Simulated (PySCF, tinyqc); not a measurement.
Worked calculation: G0W0 on RHF in the sto-3g basis, for H3+, spin multiplicity 1. The lowest restricted solution is unstable here: a spin-polarised one lies 0.0037 hartree lower (PySCF). Computed by tinyqc, a small Python program that keeps every step (integrals from PySCF). Settings: charge = 1, multiplicity = 1, basis = sto-3g, method = RHF, energy threshold = 1e-10, iteration cap = 81, orthogonalisation = canonical, start = Wolfsberg-Helmholz matrix, DIIS depth = 6. Command: `OMP_NUM_THREADS=1 python tinyqc.py 23548 23549 out.jsonl` (the two numbers bound the seeds that draw the settings). One thread of a shared host (Intel(R) Xeon(R) Processor @ 2.60GHz), about 0.03 s of CPU time with the checks. The early iterations of the SCF are left out here.

## One-electron integrals

Geometry (angstrom):
```
atom       x       y        z
H     0.0000  0.0000   0.0000
H     0.0000  0.0000   1.1410
H     0.0000  0.2190  -1.1190
```

Basis sto-3g: exponents (1/bohr^2) and contraction coefficients of normalised primitives:
```
element  l (shell)  exponent  coefficient
H            s (1)    3.4253       0.1543
H            s (1)    0.6239       0.5353
H            s (1)    0.1689       0.4446
```

Overlap, kinetic and nuclear-attraction integrals over the contracted functions; the nuclear repulsion is the sum of Za Zb / Rab.

nuclear repulsion = 1.160939 hartree

overlap S, order 1H 1s, 2H 1s, 3H 1s:
$$\begin{pmatrix}
1.0000 & 0.4175 & 0.4179 \\
0.4175 & 1.0000 & 0.0752 \\
0.4179 & 0.0752 & 1.0000
\end{pmatrix}$$

kinetic energy T (hartree), order 1H 1s, 2H 1s, 3H 1s:
$$\begin{pmatrix}
0.7600 & 0.0670 & 0.0672 \\
0.0670 & 0.7600 & -0.0115 \\
0.0672 & -0.0115 & 0.7600
\end{pmatrix}$$

nuclear attraction V (hartree), order 1H 1s, 2H 1s, 3H 1s:
$$\begin{pmatrix}
-2.1381 & -0.7583 & -0.7592 \\
-0.7583 & -1.9153 & -0.1264 \\
-0.7592 & -0.1264 & -1.9155
\end{pmatrix}$$

core Hamiltonian H = T + V (hartree), order 1H 1s, 2H 1s, 3H 1s:
$$\begin{pmatrix}
-1.3781 & -0.6913 & -0.6920 \\
-0.6913 & -1.1552 & -0.1379 \\
-0.6920 & -0.1379 & -1.1555
\end{pmatrix}$$

## Two-electron integrals

Functions are numbered as in S; the eight-fold symmetry (ij|kl) = (ji|kl) = (kl|ij) leaves the list below.

Two-electron integrals (ij|kl) in chemists' order, unique and non-zero (hartree):
```
(11|11) 0.7746   (21|11) 0.2491   (21|21) 0.1077   (22|11) 0.4346
(22|21) 0.2491   (22|22) 0.7746   (31|11) 0.2494   (31|21) 0.0753
(31|22) 0.1303   (31|31) 0.1080   (32|11) 0.0430   (32|21) 0.0159
(32|22) 0.0328   (32|31) 0.0159   (32|32) 0.0028   (33|11) 0.4348
(33|21) 0.1302   (33|22) 0.2328   (33|31) 0.2494   (33|32) 0.0328
(33|33) 0.7746
```

## Orthogonalisation

S = U s U^T; canonical form X = U s^(-1/2), so that X^T S X = 1. Each column of U has its largest component positive (the first on a tie).

eigenvalues of S: [0.4457, 0.9248, 1.6295]

X, order 1H 1s, 2H 1s, 3H 1s:
$$\begin{pmatrix}
1.0923 & -0.0001 & 0.5361 \\
-0.7243 & 0.7357 & 0.4038 \\
-0.7252 & -0.7349 & 0.4041
\end{pmatrix}$$

## Starting guess

The start is the generalised Wolfsberg-Helmholz matrix (K = 1.75) built on H; D = 2 C_occ C_occ^T.

D at the start, order 1H 1s, 2H 1s, 3H 1s:
$$\begin{pmatrix}
0.7973 & 0.4260 & 0.4268 \\
0.4260 & 0.2276 & 0.2280 \\
0.4268 & 0.2280 & 0.2284
\end{pmatrix}$$

## Iteration 4 (converged): orbitals

converged F (hartree), order 1H 1s, 2H 1s, 3H 1s:
$$\begin{pmatrix}
-0.6843 & -0.5337 & -0.5341 \\
-0.5337 & -0.5006 & -0.1913 \\
-0.5341 & -0.1913 & -0.5007
\end{pmatrix}$$

Diagonalise F' = X^T F X, C = X C', fill 1 alpha and 1 beta electrons from the bottom; D = 2 C_occ C_occ^T. Each column has its largest component positive (the first on a tie).

F' = X^T F X (hartree):
$$\begin{pmatrix}
0.1473 & 0.0000 & -0.0518 \\
0.0000 & -0.3345 & 0.0000 \\
-0.0518 & 0.0000 & -0.8848
\end{pmatrix}$$

orbital energies (hartree): MO1 -0.8874, MO2 -0.3345, MO3 0.1499

coefficients C, order 1H 1s, 2H 1s, 3H 1s:
$$\begin{pmatrix}
0.5900 & -0.0002 & 1.0641 \\
0.3671 & 0.7357 & -0.7435 \\
0.3673 & -0.7349 & -0.7446
\end{pmatrix}$$

D after iteration 4, order 1H 1s, 2H 1s, 3H 1s:
$$\begin{pmatrix}
0.6962 & 0.4332 & 0.4334 \\
0.4332 & 0.2695 & 0.2697 \\
0.4334 & 0.2697 & 0.2698
\end{pmatrix}$$

## Convergence

Stop when the energy changes by less than 1e-10 hartree and every element of the error matrix X^T (F D S - S D F) X is below 3e-06.

Course of the cycle:
```
iteration  E (hartree)     change  largest element of the error matrix
1            -1.151472          -                             7.16e-02
2            -1.154250  -2.78e-03                             8.62e-03
3            -1.154291  -4.07e-05                             6.38e-06
4            -1.154291  -2.43e-11                             7.12e-07
```

PySCF RHF in the same basis = -1.154291 hartree

Converged in 4 iterations.

## Populations, bond orders and dipole

Mulliken: Z minus the diagonal of D S on the atom; Loewdin: the same with S^(1/2) D S^(1/2); Mayer order: 2 sum_s sum (D(s) S)_ij (D(s) S)_ji over the two atoms.

Charges (e):
```
atom  Mulliken  Loewdin
1H     -0.0582  -0.0365
2H      0.5294   0.5185
3H      0.5288   0.5179
```

Mayer bond orders:
```
pair   order
2-1   0.4980
3-1   0.4986
3-2   0.2218
```

dipole moment about the origin, x y z (debye): [0.0000, 0.5562, 0.0590]

## Integrals over molecular orbitals

(pq|rs) = sum C_ip C_jq C_kr C_ls (ij|kl), one index at a time.

one-electron integrals over orbitals h = C^T H C (hartree):
$$\begin{pmatrix}
-1.4278 & 0.0001 & -0.0918 \\
0.0001 & -1.1003 & -0.0001 \\
-0.0918 & -0.0001 & -0.8019
\end{pmatrix}$$

Two-electron integrals over orbitals (pq|rs), unique and non-zero (hartree):
```
(11|11) 0.5404      (21|11) -1.27e-04   (21|21) 0.1470      (22|11) 0.4564
(22|21) 2.07e-04    (22|22) 0.5154      (31|11) 0.0918      (31|21) 4.20e-05
(31|22) -0.0482     (31|31) 0.1408      (32|11) 6.39e-05    (32|21) -0.1442
(32|22) -2.08e-04   (32|31) -1.21e-04   (32|32) 0.1606      (33|11) 0.5463
(33|21) -2.02e-04   (33|22) 0.4841      (33|31) 0.0802      (33|32) 1.62e-04
(33|33) 0.5809
```

## Screening: direct RPA

With D = e_a - e_i and K = (ia|jb): diagonalise D^(1/2) (D + 4K) D^(1/2) = Z w^2 Z^T; X + Y = D^(1/2) Z w^(-1/2), each column of Z with its largest component positive (the first on a tie); E_c = (sum w - tr (D + 2K)) / 2.

D^(1/2) (D + 4K) D^(1/2) (hartree^2), order 1>2, 1>3:
$$\begin{pmatrix}
0.6308 & 0.0001 \\
0.0001 & 1.6603
\end{pmatrix}$$

excitation energies w (hartree): [0.7942, 1.2885]

X + Y, order 1>2, 1>3:
$$\begin{pmatrix}
0.8344 & 0.0001 \\
-0.0001 & 0.8973
\end{pmatrix}$$

RPA correlation energy = -0.041526 hartree

## G0W0 on Hartree-Fock: HOMO

W(p,q,m) = sqrt2 sum_ia (pq|ia) (X+Y)_ia,m; Sigma_c(x) = sum_(i,m) W^2/(x - e_i + w_m) + sum_(a,m) W^2/(x - e_a - w_m); solve x = e_p + Sigma_c(x) by Newton steps; Z = 1/(1 - dSigma/dx); 1 hartree = 27.211386 eV.

The 12 largest terms at x = e_p (hartree; W for the signs of X + Y given):
```
q  m          W       term
2  1     0.1734    -0.0223
3  2     0.1786    -0.0137
1  2     0.1165     0.0105
1  1  -1.69e-04   3.58e-08
2  2   7.01e-05  -2.67e-09
3  1   2.14e-05  -2.51e-10
```

Newton steps (hartree):
```
step        x  Sigma_c(x)       Z
0     -0.8874     -0.0255  0.9703
1     -0.9122     -0.0248  0.9706
2     -0.9122     -0.0248  0.9706
```

quasiparticle energy of the HOMO = -24.8218 eV

Hartree-Fock value = -24.1480 eV

## G0W0 on Hartree-Fock: LUMO

As before.

The 12 largest terms at x = e_p (hartree; W for the signs of X + Y given):
```
q  m          W       term
3  1    -0.1701    -0.0226
1  1     0.1734     0.0223
2  2    -0.0611    -0.0029
2  1   2.54e-04  -8.15e-08
3  2  -1.69e-04  -1.62e-08
1  2   7.01e-05   2.67e-09
```

Newton steps (hartree):
```
step        x  Sigma_c(x)       Z
0     -0.3345     -0.0032  0.9648
1     -0.3376     -0.0031  0.9648
2     -0.3376     -0.0031  0.9648
```

quasiparticle energy of the LUMO = -9.1862 eV

Hartree-Fock value = -9.1020 eV
